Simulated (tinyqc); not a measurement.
# Junction parameters from two forward currents

Question. D(v) = J1 (exp(v/Vt) - 1) + J2 (exp(v/(2 Vt)) - 1). Find J1, J2 and the voltage 2 Vt ln(J2/J1) near which both parts are equal.

Parameters, values chosen for the exercise:
- T = 300 K (temperature)

Constants: q = 1.602176634e-19 C, kB = 1.380649e-23 J/K, Vt = kB T/q. Results are converted to the units shown.

junction voltages (V): 0.29  0.71
currents (uA/um): 1.8037574e-6  0.11607780

Solution. The current is linear in J1 and J2, so two points give two equations.

J1 = 1.300e-13 uA/um
J2 = 6.600e-9 uA/um
crossover = 0.5602 V

Computed by the program tinyqc: `OMP_NUM_THREADS=1 python tinyqc.py 2182042 2182043 out.jsonl`, one thread of a shared Intel Xeon 2.30GHz, about 0.2 s for the whole run.
